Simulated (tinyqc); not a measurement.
Liquidus of a compound AB in a simple-solution melt, liquid-phase epitaxy and vapour pressures: one step, computed by the program tinyqc. Command: `OMP_NUM_THREADS=1 python tinyqc.py 3023279 3023280 out.jsonl liq35 walk`. One thread of a shared host (Intel(R) Xeon(R) Processor @ 2.30GHz), about 0.03 s of CPU time with the checks.

x is the atom fraction of B in the melt. The melt is a simple solution: R T ln gamma_B = W (1 - x)^2, R T ln gamma_A = W x^2, W = a + b T. The solid AB is stoichiometric.

Question. Vapour pressures and congruent evaporation. Liquidus (Vieland): f(x) = R T ln[4 x (1 - x)] + 2 W (1/2 - x)^2 + S_F (T_F - T) = 0. Over the A-rich liquidus: p_A = gamma_A (1 - x) exp(S_A/R - H_A/(R T)), p_B2 = [gamma_B x exp(S_B/R - H_B/(R T))]^2, in bar. Free evaporation is congruent while the A flux over this liquidus is at least the B flux; with A and B2 taken as equal in mass for the estimate, T_c solves p_A = 2 p_B2.

Inputs (values chosen for the exercise, for a model compound):
```
quantity,value,unit
melting point T_F,1474,K
entropy of fusion S_F,62,J/(mol K)
interaction a,26.6,kJ/mol
interaction slope b,-37,J/(mol K)
saturation temperature T,908,K
heat of evaporation of A,272,kJ/mol
entropy of evaporation of A,110,J/(mol K)
heat of evaporation of B as (1/2) B2,93.6,kJ/mol
entropy of evaporation of B as (1/2) B2,64.7,J/(mol K)
```

Constants: R = 8.314462618 J/(mol K).

Give: log10 p_A; log10 p_B2; congruent temperature T_c.

Answer.

log10 p_A = -9.903

log10 p_B2 = -9.651

congruent temperature T_c = 800.8 K

T is above T_c: in vacuum B leaves faster and droplets of A form unless a B flux is supplied.
